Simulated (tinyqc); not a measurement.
# On-chip interconnect, size-dependent resistivity and RC delay: course in time

A rectangular line between two neighbours and two ground planes. Surface and grain-boundary scattering are added to the bulk resistivity as corrections; capacitances are parallel-plate values without fringing; inductance is ignored.

7 equal pi sections: series Rs = r Lw/7; node capacitances c Lw/7, halved at nodes 0 and 7, with Cl added to node 7; Rd feeds node 0. Elmore delay of node k: the sum, over the resistors on the path to k, of resistance times all capacitance downstream of it.

A 1 V step is applied behind Rd at t = 0. C dv/dt = -G v + b, with G the conductance matrix of the ladder (1/Rs between neighbours, 1/Rd added at node 0) and b = (1 V/Rd, 0, ...). Trapezoidal step: (C/dt + G/2) v(new) = (C/dt - G/2) v + b. The last column solves the same ladder exactly by its modes.

Inputs (values chosen for the exercise):
- Rd = 11000 ohm (driver resistance)
- dt = 12 ps (time step)

Rs = 1092.60 ohm

```
node,C (fF)
0,0.0602928
1,0.120586
2,0.120586
3,0.120586
4,0.120586
5,0.120586
6,0.120586
7,1.86029
```

Voltages (V):
```
t (ps),node 0,node 3,node 7,"node 7, exact"
12.00,0.756,0.4505,0.1757,0.2021
24.00,0.431,0.4748,0.4103,0.3924
36.00,0.867,0.6468,0.5310,0.5373
48.00,0.654,0.7214,0.6544,0.6476
60.00,0.946,0.7775,0.7320,0.7316
72.00,0.775,0.8530,0.7981,0.7956
84.00,0.995,0.8601,0.8466,0.8444
96.00,0.843,0.9244,0.8823,0.8815
108.0,1.024,0.9111,0.9121,0.9097
120.0,0.883,0.9634,0.9314,0.9313
132.0,1.039,0.9422,0.9497,0.9476
144.0,0.908,0.9847,0.9599,0.9601
```

The far end of the ladder reaches 0.5 V at 32.59 ps, 0.707 of its Elmore delay (ln 2 = 0.693 for a single pole); the slowest mode has a time constant of 44.05 ps. The largest error of the trapezoidal steps at that node is 26 mV. Node 0 swings up and down from step to step: the trapezoidal rule does not damp modes much faster than dt, so these swings are numerical.

Range of the model: The metal width is under the mean free path, where the thick-limit surface term and the simple sum of corrections lose accuracy.

Numbers from tinyqc (`OMP_NUM_THREADS=1 python tinyqc.py 2100107 2100108 out.jsonl`; about 0.01 s on one thread of a shared Intel Xeon 2.30GHz).
